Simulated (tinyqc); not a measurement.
Inside a calculation. Method: bound state in one dimension: Numerov shooting, finite differences, DVR. Computed by tinyqc, a small Python program that keeps every step. Settings: points = 48. Command: `OMP_NUM_THREADS=1 python tinyqc.py 24137 24138 out.jsonl` (the two numbers bound the seeds that draw the settings). One thread of a shared host (Intel(R) Xeon(R) Processor @ 2.60GHz), about 0.01 s of CPU time with the checks.

## Numerov steps at E = -10.47

One particle of mass 1 in V = -10.68 exp(-x^2/1.55^2) (atomic units), psi = 0 at both ends:
```
parameter                value
left end                    -7
right end                    7
intervals                   48
h                     0.291667
state sought (nodes)         2
```

k_i = 2 m (E - V_i); (1 + h^2 k_(i+1)/12) y_(i+1) = 2 (1 - 5 h^2 k_i/12) y_i - (1 + h^2 k_(i-1)/12) y_(i-1), from y_0 = 0, y_1 = 0.001.

Points along the way:
```
i          x          V          k              y
0   -7.00000  -1.48e-08  -20.94000        0.00000
1   -6.70833  -7.83e-08  -20.94000        0.00100
2   -6.41667  -3.85e-07  -20.94000        0.00409
3   -6.12500  -1.77e-06  -20.94000        0.01574
4   -5.83333  -7.54e-06  -20.93998        0.06033
5   -5.54167  -3.00e-05  -20.93994        0.23112
16  -2.33333   -1.10762  -18.72476   549158.09585
17  -2.04167   -1.88390  -17.17219  1933389.88660
18  -1.75000   -2.98518  -14.96965  6426092.08070
19  -1.45833   -4.40683  -12.12635       1.97e+07
20  -1.16667   -6.06075   -8.81850       5.39e+07
21  -0.87500   -7.76553   -5.40895       1.28e+08
```

## Bisection on the node count

With more sign changes than the state has nodes (the last point included) the energy is too high, else too low; the bracket starts as -10.47 to -0.05.

Trials:
```
trial           E  sign changes  y at the right end   next
1      -5.2600000             2            6.89e+11  raise
2      -2.6550000             3           -3.01e+06  lower
3      -3.9575000             3           -1.49e+09  lower
4      -4.6087500             2            2.02e+10  raise
5      -4.2831250             3           -5.29e+08  lower
6      -4.4459375             2            4.71e+09  raise
7      -4.3645312             2            1.31e+09  raise
8      -4.3238281             2            2.36e+08  raise
9      -4.3034766             3           -1.80e+08  lower
10     -4.3136523             2            1.87e+07  raise
11     -4.3085645             3           -8.30e+07  lower
12     -4.3111084             3           -3.27e+07  lower
13     -4.3123804             3           -7.13e+06  lower
14     -4.3130164             2            5.75e+06  raise
...           ...           ...                 ...    ...
28     -4.3127329             2            3.30e+02  raise
29     -4.3127329             3           -6.37e+01  lower
30     -4.3127329             2            1.33e+02  raise
```

eigenvalue = -4.3127329 hartree

## The same grid by other methods

Three-point finite differences and the sine-DVR kinetic matrix of Colbert and Miller on the same points.

Lowest levels (hartree):
```
state  finite differences       DVR
0                -9.28766  -9.26756
1                -6.69601  -6.61014
2                -4.48455  -4.30362
3                -2.64930  -2.38813
4                -1.20912  -0.93055
```
